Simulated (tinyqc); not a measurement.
# Inputs raised by 5 %, one at a time

Model: Keating valence-force model of a tetrahedral crystal. Computed by tinyqc, a small Python program. Command: `OMP_NUM_THREADS=1 python tinyqc.py 3030044 3030045 out.jsonl keating sens`. One thread of a shared host (Intel(R) Xeon(R) Processor @ 2.30GHz), about 0.08 s of CPU time with the checks.

Atom A sits at 0 and atom B at a/4 (1,1,1) of an fcc lattice; the four bonds from A are t = a/4 (1,1,1), a/4 (1,-1,-1), a/4 (-1,1,-1), a/4 (-1,-1,1), of length d = sqrt(3) a/4. Energy: E = (3 alpha/(8 d^2)) sum over bonds (r.r - d^2)^2 + (3 beta/(8 d^2)) sum over pairs of bonds at one atom (r_i.r_j + d^2/3)^2; both atoms have the mass M. The cell holds two atoms, Omega = a^3/4. 1 N/m = 1 J/m^2.

Inputs (values chosen for the exercise, for a model crystal):
```
quantity               value      unit
lattice constant a      5.54  angstrom
atomic mass M             85         u
bond stretching alpha   31.3       N/m
bond bending beta       11.4       N/m
mesh divisions n           4         -
temperature T            600         K
```

Structure: diamond.

Constants: nu for 1 eV/(angstrom^2 u) = 15.6333042 THz; 1 eV/angstrom^2 = 16.02176634 J/m^2; 1 THz = 33.35640952 1/cm; h x 1 THz = 4.135667696 meV; k_B = 8.617333262e-05 eV/K.

Method:
- C11 = (alpha + 3 beta)/a, C12 = (alpha - beta)/a, C44 = 4 alpha beta/(a (alpha + beta)); with the two sublattices clamped C44(0) = (alpha + beta)/a; internal-strain parameter zeta = (alpha - beta)/(alpha + beta); B = (C11 + 2 C12)/3.
- mu = M/2; lambda = 4 (alpha + beta)/mu with the springs in eV/angstrom^2; nu = 15.6333042 THz x sqrt(lambda).
- With displacements u exp(i q.r), each bracket changes by g.u, where g = (g_A, g_B): bond t, g = (-2 t, 2 t exp(i q.t)); pair (i, j) at A, g = (-(t_i + t_j), t_i exp(i q.t_j) + t_j exp(i q.t_i)); pair at B, g = (-t_i exp(-i q.t_j) - t_j exp(-i q.t_i), t_i + t_j). Then D_mn = sum over the 4 bonds and 12 pairs of (4 k/a^2) conj(g_m) g_n / sqrt(M_m M_n), with k = alpha or beta converted to eV/angstrom^2.
- An eigenvalue lambda of D in eV/(angstrom^2 u) gives nu = 15.6333042 THz x sqrt(lambda).
- Mesh: q = sum_i (m_i + 1/2)/n b_i, m_i = 0..n-1, with b = [[-1, 1, 1], [1, -1, 1], [1, 1, -1]] in 2 pi/a; sums over the six modes are averaged over the n^3 points and halved, per atom.
- With x = h nu/(k_B T) and n = 1/(exp(x) - 1) for each mode: F = k_B T [x/2 + ln(1 - exp(-x))], U = k_B T x (n + 1/2), S/k_B = x n - ln(1 - exp(-x)), C/k_B = x^2 n (n + 1).
- The acoustic share counts the three lowest modes at each q; zero-point energy = sum h nu/2.

Runs:
```
input moved                    from      to  C11 (GPa)  C44 (GPa)  Raman frequency (THz)  zero-point energy (meV/atom)
base run                          -       -     118.23     60.335                 7.8297                        33.613
lattice constant a (angstrom)  5.54   5.817     112.60     57.462                 7.8297                        33.613
atomic mass M (u)                85   89.25     118.23     60.335                 7.6410                        32.803
bond stretching alpha (N/m)    31.3  32.865     121.06     61.112                 7.9719                        34.130
bond bending beta (N/m)        11.4   11.97     121.32     62.518                 7.8818                        33.927
temperature T (K)               600     630     118.23     60.335                 7.8297                        33.613
```

Exponents ln(y'/y) / ln(x'/x):
```
input                     C11     C44  Raman frequency  zero-point energy
lattice constant a     -1.000  -1.000            0.000              0.000
atomic mass M           0.000   0.000           -0.500             -0.500
bond stretching alpha   0.484   0.262            0.369              0.313
bond bending beta       0.528   0.728            0.136              0.191
temperature T           0.000   0.000            0.000              0.000
```

Among the inputs moved here: C11 answers most in size to lattice constant a (exponent -1.000), next to bond bending beta (+0.528); its exponent is below 0.0005 for atomic mass M, temperature T. Its exponent -1.000 in lattice constant a: at fixed alpha and beta every C scales as 1/a. C44 answers most in size to lattice constant a (exponent -1.000), next to bond bending beta (+0.728); its exponent is below 0.0005 for atomic mass M, temperature T. Its exponent -1.000 in lattice constant a: at fixed alpha and beta every C scales as 1/a. Raman frequency answers most in size to atomic mass M (exponent -0.500), next to bond stretching alpha (+0.369); its exponent is below 0.0005 for lattice constant a, temperature T. zero-point energy answers most in size to atomic mass M (exponent -0.500), next to bond stretching alpha (+0.313); its exponent is below 0.0005 for lattice constant a, temperature T.
